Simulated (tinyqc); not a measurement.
# From one set of inputs to another, one input at a time

Model: donor in an ellipsoidal valley (Kohn-Luttinger variational method). Computed by tinyqc, a small Python program. Command: `OMP_NUM_THREADS=1 python tinyqc.py 3021474 3021475 out.jsonl kohnlutt ladder`. One thread of a shared host (Intel(R) Xeon(R) Processor @ 2.30GHz), about 0.09 s of CPU time with the checks.

H = -(d^2/dx^2 + d^2/dy^2) - gamma d^2/dz^2 - 2/r in units built on m_t, with gamma = m_t/m_l and z along the valley axis. One valley; no valley-orbit or central-cell term.

The inputs printed are set A. Inputs not listed in the table keep their values of set A, so the rows need not describe a real material.

Inputs (values chosen for the exercise, for a model semiconductor): transverse mass m_t = 0.162 m_0; longitudinal mass m_l = 0.284 m_0; dielectric constant eps = 11.9.

Constants: Ry = 13.605693123 eV; a_0 = 0.529177210903 angstrom.

Method:
- Ry* = Ry m_t/eps^2, a* = a_0 eps/m_t, gamma = m_t/m_l.
- Trial function exp(-sqrt((x^2 + y^2)/a^2 + z^2/b^2)) with beta = b/a < 1: E = t/a^2 - u/a, t = (2 + gamma/beta^2)/3, u = 2 arcsin(sqrt(1 - beta^2))/sqrt(1 - beta^2); the best a is 2 t/u and E(beta) = -u^2/(4 t).
- Golden-section search on beta from 0.05 to 0.999, 60 steps.
- Gaussian basis: g = P exp(-al (x^2 + y^2) - be z^2) with P = 1 (s-like), z (2p0) or x (2p+-); al = 0.004 x 2.6^k, k = 0..11, and be/al = 1, gamma^(-1/2) or 1/gamma (36 functions); 1/r = (2/sqrt(pi)) int exp(-t^2 r^2) dt by 48 Gauss-Legendre points after t = sqrt(al_i + al_j) tan(theta); overlap eigenvalues below 1e-10 are dropped.

Each row keeps all changes above it; columns: (1) input moved; (2) from; (3) to; (4) 2p+- binding energy (meV); (5) radius a of the 1s trial function (angstrom); (6) radius b of the 1s trial function (angstrom):
```
(1)                            (2)     (3)     (4)     (5)     (6)
set A                            -       -  4.3155  34.676  28.403
dielectric constant eps       11.9      15  2.7161  43.709  35.802
transverse mass m_t (m_0)    0.162  0.0821  1.5269  76.312  49.206
longitudinal mass m_l (m_0)  0.284    1.59  1.8246  60.110  21.331
```

Which inputs carry the difference?

2p+- binding energy goes from 4.32 to 1.82, a factor 0.423 in all. The largest single move comes from transverse mass m_t (a factor 0.562), and longitudinal mass m_l works against it (a factor 1.19). Radius a of the 1s trial function goes from 34.7 to 60.1, a factor 1.73 in all. The largest single move comes from transverse mass m_t (a factor 1.75), and longitudinal mass m_l works against it (a factor 0.788). Radius b of the 1s trial function goes from 28.4 to 21.3, a factor 0.751 in all. The largest single move comes from longitudinal mass m_l (a factor 0.434), and transverse mass m_t works against it (a factor 1.37). The single moves hold for this order of the switches; the total does not depend on the order.

Extremes, crossings and ranges named in words are read from the listed rows.
